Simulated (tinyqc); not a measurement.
From results back to parameters: propagation of a band-gap error through k.p and effective-mass formulas. Three cases, with inputs chosen for the exercise.

Problem. A calculation returned the electron mass below. With 1/me = 1 + Ep (E + 2 Dso/3)/(E (E + Dso)) and the given Ep and Dso, which gap E did it have, and by what factor is exp(-E/2kT) off against the gap Eg?

Constants: kB = 8.617333262e-05 eV/K.
Find: X = 1/me - 1; E; log10 of the factor.
Method. X E^2 + (X Dso - Ep) E - (2/3) Ep Dso = 0 has one positive root; the factor is exp((Eg - E)/2kT).

Case 1.

Values chosen (reference values near those of CdTe, gap at low temperature; not measured data): Eg = 1.577 eV (gap at Gamma to the s-like level); Dso = 0.9 eV (spin-orbit splitting); Ep = 18.8 eV (Kane energy); T = 300 K (temperature).

me = 0.0566781 m0

Solution.

X = 1/me - 1 = 16.643
E = 0.946 eV
log10 of the factor = 5.30

Case 2.

Values chosen (reference values near those of GaAs, gap at low temperature; not measured data): Eg = 1.549 eV (gap at Gamma to the s-like level); Dso = 0.339 eV (spin-orbit splitting); Ep = 25.3 eV (Kane energy); T = 400 K (temperature).

me = 0.1294600 m0

Solution.

X = 1/me - 1 = 6.724
E = 3.656 eV
log10 of the factor = -13.27

Case 3.

Values chosen (reference values near those of CdTe, gap at low temperature; not measured data): Eg = 1.576 eV (gap at Gamma to the s-like level); Dso = 0.904 eV (spin-orbit splitting); Ep = 18.9 eV (Kane energy); T = 300 K (temperature).

me = 0.0482783 m0

Solution.

X = 1/me - 1 = 19.713
E = 0.788 eV
log10 of the factor = 6.62

Computed by tinyqc, one run a case: `OMP_NUM_THREADS=1 python tinyqc.py N N+1 out.jsonl` with N = 1850757, 1850759, 1850773; one thread of a shared Intel(R) Xeon(R) Processor @ 2.30GHz, about 0.01 s a run at most.
